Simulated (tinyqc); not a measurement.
What each parameter does: six-band k.p model of the valence band of a wurtzite crystal.

At k = 0: E1 = D1c + D2c + Te + Le (pure HH); E2, E3 = Le + u +/- sqrt(u^2 + 2 D3c^2), u = (D1c - D2c + Te)/2, D1c = Dcr, D2c = D3c = Dso/3. The weight of LH in state 2 is fL = (E2 - Le)^2/((E2 - Le)^2 + 2 D3c^2). Relative strengths of transitions to the conduction band: for E perpendicular to c (TE) 1/2, fL/2, (1 - fL)/2; for E along c (TM) 0, 1 - fL, fL, with one momentum element for both directions.

Strain of a c-plane layer: exx = eyy = e_par, ezz = -2 (C13/C33) e_par; Le = D1 ezz + D2 (exx + eyy), Te = D3 ezz + D4 (exx + eyy).

Conduction edge: Ec = (top of the unstrained valence band) + Eg + (a1 + D1) ezz + (a2 + D2)(exx + eyy).

Inputs chosen for the exercise (near those of AlGaN; the results hold for these values, not for the real material): Dcr = -0.1143 eV (crystal-field splitting); Dso = 0.0192 eV (spin-orbit splitting); Eg = 5.727 eV (direct gap at Gamma from the top of the unstrained valence band); a1 = -3.72 eV (gap potential along c); a2 = -12.24 eV (gap potential in the plane); D1 = -14.06 eV; D2 = 7.27 eV; D3 = 8.93 eV; D4 = -3.82 eV; C13 = 107 GPa; C33 = 391 GPa; e_par = 0.0077 (exx = eyy of a c-plane layer).

Splittings at k = 0 under the strain, fL and the lowest transition.

Results for these values:
```
case  E1 - E2 (meV)  E1 - E3 (meV)      fL  lowest transition (eV)
base        -204.74          13.18  0.0017                  5.5545
```

What happens to each result for e_par = 0.00924, all else kept?

Answer: E1 - E2 falls from -204.74 to -224.00; E1 - E3 falls from 13.18 to 13.15; fL falls from 0.0017 to 0.0015; lowest transition falls from 5.5545 to 5.5199.

The same for each parameter in turn:
```
case              E1 - E2 (meV)  E1 - E3 (meV)      fL  lowest transition (eV)
base                    -204.74          13.18  0.0017                  5.5545
C33 = 312.8 GPa         -214.13          13.16  0.0016                  5.5584
D3 = 10.716 eV          -212.25          13.16  0.0016                  5.5545
e_par = 0.00924         -224.00          13.15  0.0015                  5.5199
a1 = -2.976 eV          -204.74          13.18  0.0017                  5.5513
Dso = 0.01536 eV        -205.88          10.48  0.0011                  5.5544
D4 = -4.584 eV          -216.48          13.16  0.0016                  5.5545
D2 = 5.816 eV           -204.74          13.18  0.0017                  5.5545
a2 = -14.688 eV         -204.74          13.18  0.0017                  5.5168
```

D1 and D2 shift all valence edges and the conduction edge alike, so they drop out of splittings and transitions.

tinyqc: `OMP_NUM_THREADS=1 python tinyqc.py 1080007 1080008 out.jsonl`; about 0.01 s, one thread, shared Intel(R) Xeon(R) Processor @ 2.30GHz.
